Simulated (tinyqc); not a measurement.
Changing the pH: potential-pH (Pourbaix) lines of a metal, its cation, its oxide and an oxyanion, with a complexing ligand. Computed by tinyqc, a small Python program. Command: `OMP_NUM_THREADS=1 python tinyqc.py 3001681 3001682 out.jsonl pourb sweep`. One thread of a shared host (Intel(R) Xeon(R) Processor @ 2.30GHz), about 0.01 s of CPU time with the checks.

Potentials are against the standard hydrogen electrode; solids and water have unit activity; dG_f of M, H+ and the electron is zero; F = e N_A and s = R T ln(10)/F. The cation carries z = 2.

Inputs (values chosen for the exercise, modelled on cobalt):
```
quantity                                      value      unit
dG_f of the cation                           -54.12    kJ/mol
dG_f of the oxide                           -216.13    kJ/mol
dG_f of the oxyanion                        -280.88    kJ/mol
dG_f of water                               -237.14    kJ/mol
temperature T                                298.15         K
log10 of the dissolved activity a                -5         -
potential E                                    0.66         V
log10 of the stability constant beta of ML      6.6         -
pKa of HL                                       8.4         -
total ligand c_L                             0.0011     mol/L
limiting current density i_L                0.00021    A/cm^2
molar volume V_m                               6.67  cm^3/mol
```

Species: M, M2+, MO, MO2(2-).

exchange current densities, metal and cathodic (A/cm^2): 5.4e-06  6.7e-10

Tafel slopes, anodic and cathodic (mV/decade): 95  105

Constants: R = 8.314462618 J/(mol K); e = 1.602176634e-19 C; N_A = 6.02214076e+23 1/mol.

Method:
- M2+ + 2e = M; MO + 2H+ + 2e = M + H2O; MO2(2-) + 4H+ + 2e = M + 2H2O. For each, E0 = -dG/(z F), and E = E0 + (s/z) log10 a - (s n_H/z) pH, with no activity term for the oxide.
- The metal is stable below the lowest of the three lines; above it, the species of the lowest line is stable. Water lines at 1 bar: hydrogen E = -s pH, oxygen E = -dG_f(water)/(2F) - s pH.
- The free ligand is c_L/(1 + 10^(pKa - pH)) (ligand in excess); dissolved metal is a in all, so the free cation is a/alpha, alpha = 1 + beta [L]; the cation line drops by (s/z) log10 alpha.
- Anodic i = i0a 10^((E - E_a)/b_a) with E_a the cation line with ligand; cathodic i = i0c 10^((E_c - E)/b_c) with E_c the oxygen line; supply caps the cathodic current, 1/i_c = 1/i(Tafel) + 1/i_L. E_corr makes the two currents equal. Without the cap it would be [b_c E_a + b_a E_c + b_a b_c log10(i0c/i0a)]/(b_a + b_c). Rate = i V_m/(z F). Films are left out.

One run for each value; columns: (1) pH; (2) upper limit of immunity (V); (3) cation line with ligand (V); (4) corrosion potential E_corr (V); (5) etch rate (nm/min); (6) log10 alpha:
```
(1)       (2)      (3)      (4)    (5)        (6)
1.0   -0.4284  -0.4284  -0.2773  4.355  7.571e-05
2.5   -0.4284  -0.4284  -0.2774  4.355  2.388e-03
4.0   -0.4284  -0.4304  -0.2794  4.355  6.979e-02
5.5   -0.4284  -0.4524  -0.3014  4.355  8.133e-01
7.0   -0.4284  -0.4942  -0.3432  4.355  2.227e+00
8.5   -0.4284  -0.5286  -0.3775  4.355  3.388e+00
10.0  -0.4827  -0.5358  -0.3847  4.355  3.631e+00
11.5  -0.5715  -0.5361  -0.3850  4.353  3.641e+00
13.0  -0.6838  -0.5361  -0.3852  4.343  3.641e+00
```

Describe the trends.

Over the rows, upper limit of immunity (V) falls from -0.428 to -0.684, flat over part of the range; cation line with ligand (V) falls from -0.428 to -0.536; corrosion potential E_corr (V) falls from -0.277 to -0.385.

Caution (all rows): other oxidation states, hydroxides and hydrides are left out, and the lines say nothing of rates. Caution (rows 1.00, 2.50, 4.00): E_corr lies below the hydrogen line, so hydrogen evolution, left out here, adds cathodic current. Caution (rows 11.5): at this pH the oxide, not the cation, is the stable product, and a film would cut the rate. Caution (rows 13.0): at this pH the oxyanion, not the cation, is the stable product, so this anodic line is not the one that acts.
